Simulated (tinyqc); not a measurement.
Floating body of a partially depleted SOI transistor: body voltage and kink: one step of the calculation.

Source at 0 V. Channel current Ic = 2 nf K Vt^2 [F(0) - F(Vd)](1 + la Vd), F(V) = ln^2(1 + exp((Vg - VT - nf V)/(2 nf Vt))), VT = VT0 - gb Vb. Saturation voltage Vs = 2 Vt sqrt(F(0)) + 3 Vt, excess Ve = (Vd - Vs + sqrt((Vd - Vs)^2 + 0.0004 V^2))/2, multiplication M1 = Ai Ve exp(-Bl/Ve). Each junction passes D(v) = J1 (exp(v/Vt) - 1) + J2 (exp(v/(2 Vt)) - 1). Bipolar current Ib = bb J1 (exp(Vb/Vt) - 1). The body settles where M1 (Ic + Ib) = D(Vb) + D(Vb - Vd) + Vb/Rb; drain current Id = (1 + M1)(Ic + Ib) - D(Vb - Vd).

Task. New Vb. Current into the body I_in = M1 (Ic + Ib) - D(Vb - Vd), current out I_out = D(Vb) + Vb/Rb; f = ln(I_in/I_out), s = df/dVb by central differences over 1e-5 V, Vb(new) = Vb - f/s.

Values chosen for this exercise; values of the order met in partially depleted silicon-on-insulator transistors:
- T = 300 K (temperature)
- VT0 = 0.39 V (threshold at zero body voltage)
- gb = 0.32 (fall of the threshold per volt of body voltage)
- nf = 1.21 (slope factor)
- K = 160 uA/(V^2 um) (gain factor per width)
- la = 0.05 1/V (channel-length modulation factor)
- Ai = 2.65 1/V (impact-ionisation prefactor)
- Bl = 7.8 V (impact-ionisation voltage)
- J1 = 8.3e-13 uA/um (diffusion saturation current of each junction)
- J2 = 1.4e-9 uA/um (recombination saturation current of each junction)
- bb = 1 (gain of the lateral bipolar transistor on the diffusion current)
- Rb = 3000 kohm um (resistance of a weak body tie to the source (1e9 stands for no tie, and the term is then dropped))
- Vg = 0.96 V (gate voltage)
- Vd = 2.2 V (drain voltage)

Constants: q = 1.602176634e-19 C, kB = 1.380649e-23 J/K, Vt = kB T/q. Results are converted to the units shown.

Vb at the start = 0.81 V

Find: Ic; Ve; M1; I_in; I_out; f; s; Vb after iteration 1.

Result.

Ic = 50.460 uA/um
Ve = 1.4372 V
M1 = 0.016742
I_in = 1.4075 uA/um
I_out = 33.890 uA/um
f = -3.1813
s = -23.633 1/V
Vb after iteration 1 = 0.67539 V

Range of the model: The multiplication law is an empirical form chosen for the exercise; self-heating and capacitive coupling to the body are left out, and the linear laws are rough once Vb passes about 0.7 V or M1 about 0.1.

Computed by the program tinyqc: `OMP_NUM_THREADS=1 python tinyqc.py 2182054 2182055 out.jsonl`, one thread of a shared Intel Xeon 2.30GHz, about 0.2 s for the whole run.
